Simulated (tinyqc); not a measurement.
Inside a calculation. Model: the 3-omega method: a line heater on a substrate with a thin film. Computed by tinyqc, a small Python program that keeps every step. Command: `OMP_NUM_THREADS=1 python tinyqc.py 3004783 3004784 out.jsonl threeomega walk`. One thread of a shared host (Intel(R) Xeon(R) Processor @ 2.30GHz), about 0.01 s of CPU time with the checks. Intermediate numbers are printed to about 6 digits and carried at full precision; extremes and crossings named in words are read from the listed rows.

A current at angular frequency omega = 2 pi f heats the line at 2 omega with the amplitude P per length; the temperature swing Delta T at 2 omega gives a voltage at 3 omega. The substrate is taken as semi-infinite and isotropic, and the heat capacity of heater and film is left out.

Inputs (values chosen for the exercise, modelled on amorphous silicon on gallium arsenide):
```
quantity                                    value           unit
substrate conductivity kappa                 43.8        W/(m K)
substrate heat capacity C                    1.74  1e6 J/(m^3 K)
heater half-width b                            11     micrometre
power amplitude per length P                   58            W/m
current frequency f                           320             Hz
film thickness t                               32             nm
film conductivity kappa_f                     1.8        W/(m K)
interface resistance R_i                      8.9       m^2 K/GW
substrate thickness d_s                       525     micrometre
temperature coefficient of resistance beta    3.6         1e-3/K
voltage amplitude V_1                         1.3              V
```

## Penetration depth

D = kappa/C; q = sqrt(2 i omega/D); penetration depth 1/|q| = sqrt(D/(2 omega)).

diffusivity D = 25.1724 mm^2/s

penetration depth = 79.1193 micrometre

|q| b = 0.139031

penetration depth / d_s = 0.150703

## Temperature swing of the bare substrate

Delta T_s = (P/(pi kappa)) int_0^infinity (sin x/x)^2 / sqrt(x^2 + (q b)^2) dx with (q b)^2 = i |q b|^2, averaged over the heater width (12 Gauss-Legendre points on each of the pieces 0, 14 log-spaced edges from 1e-5 to 1, and multiples of pi to 40 pi; the tail adds 1/(4 (40 pi)^2)). For |q| b much below 1: Delta T_s = (P/(pi kappa)) [-ln(|q| b) + eta - i pi/4], eta = 3/2 - C_E = 0.92278, with Euler's C_E = 0.5772157.

in-phase Delta T_s = 1.22168 K

out-of-phase Delta T_s = -0.327003 K

in-phase, narrow-line form = 1.22062 K

out-of-phase, narrow-line form = -0.331050 K

The narrow-line form misses the in-phase part by -0.09 % and the out-of-phase part by +1.2 % at |q| b = 0.139.

## The film adds a constant step

One-dimensional flow across the film: Delta T_f = P (t/kappa_f + R_i)/(2 b); total in-phase swing Delta T = Delta T_s + Delta T_f; third-harmonic amplitude V_3 = V_1 beta |Delta T|/2 with the out-of-phase part included; the apparent film conductivity is t/(t/kappa_f + R_i).

Delta T_f = 0.0703323 K

total in-phase swing = 1.29201 K

V_3 = 3.11863 mV

apparent film conductivity = 1.19950 W/(m K)

film share of the in-phase swing = 0.0544365

The interface lowers the apparent conductivity by 33 %. The film is a small part of the signal: an error of 1 % in Delta T_s becomes 17 % in the film resistance.

## Conductivity from the slope

Take the in-phase swing at f and at 2f; in the narrow-line limit kappa = P ln 2/(2 pi [Delta T(f) - Delta T(2f)]), whatever the film and the heater width.

in-phase Delta T_s at 2f = 1.07664 K

kappa from the slope = 44.1154 W/(m K)

error of the slope method = 0.720110 %

## The window of frequencies

The slope value uses each f and 2f: kappa = P ln 2/(2 pi [Delta T(f) - Delta T(2f)]).

Bare substrate; columns: (1) f (Hz); (2) penetration depth (micrometre); (3) |q| b; (4) in-phase (K); (5) out-of-phase (K); (6) narrow-line form (K); (7) kappa from the slope (W/(m K)):
```
(1)         (2)         (3)        (4)         (5)        (6)      (7)
0.17    3432.68  0.00320450    2.80975   -0.331045    2.80975  43.8002
1.7     1085.51   0.0101335    2.32448   -0.331010    2.32448  43.8017
17      343.268   0.0320450    1.83926   -0.330729    1.83920  43.8170
83      155.353   0.0708067    1.50530   -0.329763    1.50502  43.8825
330     77.9113    0.141186    1.21522   -0.326898    1.21413  44.1252
1700    34.3268    0.320450   0.874132   -0.315526   0.868646  45.4252
6600    17.4215    0.631404   0.602796   -0.289170   0.582772  49.7807
33000   7.79113     1.41186   0.324957   -0.220619   0.243578  70.6569
170000  3.43268     3.20450   0.146196   -0.125588  -0.101908  149.179
990000  1.42246     7.73308  0.0605419  -0.0570176  -0.473235  360.834
```

The slope gives kappa within 1 % up to |q| b = 0.14 (f = 330 Hz) among these rows. The penetration depth stays under d_s/5 = 105 micrometre from f = 330 Hz up, so that row alone meets both conditions. At high f the flow turns one-dimensional: in-phase and out-of-phase parts become equal in size (ratio 0.94 in the last row) and fall as f^(-1/2) (exponent -0.50).

Checks made by the program: narrow-line limit at |q| b = 0.002 (relative difference 7e-07).
